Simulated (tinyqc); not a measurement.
AlGaN/GaN HEMT with access regions, lumped model: one step of the calculation.

A polarisation-induced electron sheet under a Schottky gate, in series with two ungated access regions and contacts. Drift law v = mu E/(1 + mu E/vs) under the gate. Currents in mA/mm, resistances in ohm mm. No self-heating, no channel-length modulation; fits for polarisation, barrier and offset are chosen for the exercise.

Question. Polarisation charge, threshold and sheet resistance. sigma = (5e13 x + 1.6e13 x^2) cm^-2, phiB = 0.84 + 1.3 x, dEc = 0.7 (1.71 x + x^2) in volts, Cb = eps0 eps_r/d, VT = phiB - dEc - q sigma/Cb, access density n0 = -Cb VT/q. Rsh = 1/(q mu n0); largest access current q n0 vs.

Values chosen for this exercise; values close to those of AlGaN/GaN structures:

| symbol | value | unit | meaning |
|---|---|---|---|
| x | 0.23 |  | aluminium share of the barrier |
| d | 15 | nm | barrier thickness |
| eps_r | 9.1 |  | relative permittivity of barrier and channel |
| mu | 1200 | cm^2/(V s) | channel mobility |
| vs | 1.3e7 | cm/s | saturation velocity |

Constants: q = 1.602176634e-19 C, eps0 = 8.8541878128e-14 F/cm where lengths are in cm. Results are converted to the units shown.

Give: sigma; Cb; VT; n0; Rsh; q n0 vs.

Answer.

sigma = 1.2346e13 cm^-2
Cb = 0.53715 uF/cm^2
VT = -2.8559 V
n0 = 9.5749e12 cm^-2
Rsh = 543.22 ohm
q n0 vs = 1994.3 mA/mm

Numbers from tinyqc (`OMP_NUM_THREADS=1 python tinyqc.py 2570091 2570092 out.jsonl`; about 0.01 s on one thread of a shared Intel Xeon 2.30GHz).
